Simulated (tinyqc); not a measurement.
p-type polysilicon, carrier trapping at grain boundaries: two steps of the calculation.

One-dimensional grains of size Lg, uniform ionised doping N, monovalent traps Qt at each boundary at a depth Et below (for electrons) or above (for holes) the band edge there, abrupt depletion of width W on each side of a boundary, Boltzmann statistics. xi is the distance from the band edge at the grain centre to the Fermi level. Trapped charge Qt/(1 + exp((xi + VB - Et)/Vt)) = 2 N W, barrier VB = q N W^2/(2 eps0 eps_r).

Inputs (values chosen for the exercise); values of the order met in polycrystalline silicon:
- T = 300 K (temperature)
- eps_r = 11.7 (relative permittivity)
- NB = 2.65e19 cm^-3 (valence-band density of states at T)
- Lg = 36 nm (grain size)
- Qt = 2.4e12 cm^-2 (trap density of a grain boundary)
- Et = 0.4 eV (depth of the trap level from the majority band edge at the boundary)
- ms = 0.57 m0 (mass for thermionic emission)
- fe = 0.5 (correction factor of the emission rate)
- mug = 240 cm^2/(V s) (mobility inside the grains)
- N = 2.8e17 cm^-3 (doping)

Constants: q = 1.602176634e-19 C, kB = 1.380649e-23 J/K, m0 = 9.1093837015e-31 kg, Vt = kB T/q, eps0 = 8.8541878128e-14 F/cm where lengths are in cm. Results are converted to the units shown.

Problem 1. Depletion width, Fermi level and barrier. If the trap equation with xi = Vt ln(NB/N) has a root W < Lg/2, the grain is partly depleted; otherwise W = Lg/2 and the trap equation gives xi = Et - VB + Vt ln(Qt/(N Lg) - 1). N* = Qt/Lg.

Find: N*; W; xi; VB; share of traps filled.

Solution 1.

N* = 6.6667e17 cm^-3
W = 18.000 nm
xi = 0.33819 V
VB = 0.070153 V
share of traps filled = 0.42000

N is 0.420 N*, and the grain is fully depleted; VB = 2.71 Vt.

Problem 2. Resistivity and effective mobility. n0 = NB exp(-xi/Vt); mean density n0 (1 - 2 W/Lg) by charge balance in a partly depleted grain, and n0 (sqrt(pi)/2) erf(u)/u with u = sqrt(VB/Vt) in a fully depleted one; v = sqrt(kB T/(2 pi ms m0)); barrier resistivity Vt exp(VB/Vt)/(q fe n0 v Lg); grain resistivity (1 - 2 W/Lg)/(q n0 mug); effective mobility 1/(q mean density total resistivity).

W = 18 nm
xi = 0.33819092 V
VB = 0.070153420 V

Wanted: n0; mean density; v; barrier resistivity; grain resistivity; resistivity; effective mobility.

Solution 2.

n0 = 5.5194e13 cm^-3
mean density = 2.9104e13 cm^-3
v = 3.5631e6 cm/s
barrier resistivity = 6875.7 ohm cm
grain resistivity = 0.0000 ohm cm
resistivity = 6875.7 ohm cm
effective mobility = 31.190 cm^2/(V s)

The resistivity is 74000 times that of a single crystal with the same N and mobility mug, and the mean density is 0.0104 % of N.

Program tinyqc, `OMP_NUM_THREADS=1 python tinyqc.py 2830112 2830113 out.jsonl`; Intel Xeon 2.30GHz, shared host, one thread, about 0.01 s.
